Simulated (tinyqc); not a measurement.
Reduced Fermi level from a carrier density: charge neutrality of a doped semiconductor with incomplete ionisation. Computed by tinyqc, a small Python program. Command: `OMP_NUM_THREADS=1 python tinyqc.py 3003226 3003227 out.jsonl dopant walk`. One thread of a shared host (Intel(R) Xeon(R) Processor @ 2.30GHz), about 0.03 s of CPU time with the checks.

Energies are counted from the top of the valence band; E_D is measured down from the conduction band and E_A up from the valence band.

Inputs (values chosen for the exercise, modelled on GaSb): gap at 0 K E_g0 = 0.797 eV; Varshni alpha = 0.000423 eV/K; Varshni beta = 135 K; electron mass m_e = 0.0389 m_0; valleys M_c = 1; hole mass m_h = 0.411 m_0; temperature T = 200 K.

Doping: p-type, compensated. Statistics of the bands: Fermi-Dirac.

ratios u of density to N: [0.0039, 0.017, 0.078, 0.35, 1.5, 6.9, 30]

Constants: m_0 = 9.1093837015e-31 kg; k_B = 1.380649e-23 J/K; h = 6.62607015e-34 J s; k_B = 8.617333262e-05 eV/K.

Method:
- E_g = E_g0 - alpha T^2/(T + beta).
- N_c = 2 M_c (2 pi m_e k_B T/h^2)^(3/2) and N_v = 2 (2 pi m_h k_B T/h^2)^(3/2), masses in units of m_0.
- n_i = sqrt(N_c N_v) exp(-E_g/(2 k_B T)); E_i = E_g/2 + (k_B T/2) ln(N_v/N_c).
- F_1/2(eta) = (2/sqrt(pi)) int_0^infinity sqrt(x)/(1 + exp(x - eta)) dx, by the trapezoid rule in t = sqrt(x) with step 0.02 up to t = 12 (for eta < -12 by exp(eta) - exp(2 eta)/2^(3/2)).
- For u = density/N of the majority band, eta solves F_1/2(eta) = u (bisection). Boltzmann: ln u. Joyce-Dixon: ln u + u/sqrt(8) - 4.95009e-3 u^2 + 1.48386e-4 u^3 - 4.42563e-6 u^4. Degenerate limit: (3 sqrt(pi) u/4)^(2/3). The last column is (eta - ln u) k_B T.

N_v = 3.59913e+18 cm^-3

k_B T = 0.0172347 eV

Eta by four rules:
```
u       density (cm^-3)   exact  Boltzmann  Joyce-Dixon  degenerate  Boltzmann error (meV)
0.0039       1.4037e+16  -5.545    -5.5468      -5.5454  2.9955e-02             2.3763e-02
0.017        6.1185e+16  -4.069    -4.0745      -4.0685  7.9933e-02             1.0356e-01
0.078        2.8073e+17  -2.523    -2.5510      -2.5235  2.2071e-01             4.7477e-01
0.35         1.2597e+18  -0.927    -1.0498      -0.9267  6.0044e-01             2.1223e+00
1.5          5.3987e+18   0.925     0.4055       0.9251  1.5842e+00             8.9564e+00
6.9          2.4834e+19   4.176     1.9315       4.1741  4.3818e+00             3.8675e+01
30           1.0797e+20  11.601     3.4012       9.9744  1.1673e+01             1.4133e+02
```

What follows from these numbers?

Boltzmann statistics place E_F within 1 meV of the exact value up to u = 0.0780 of those listed and miss by 141 meV at u = 30. Joyce-Dixon stays within 0.01 in eta up to u = 6.90; the degenerate limit is still 0.61 % high at the last u. Past u of about 10 the Joyce-Dixon series fails. A parabolic band is assumed throughout.
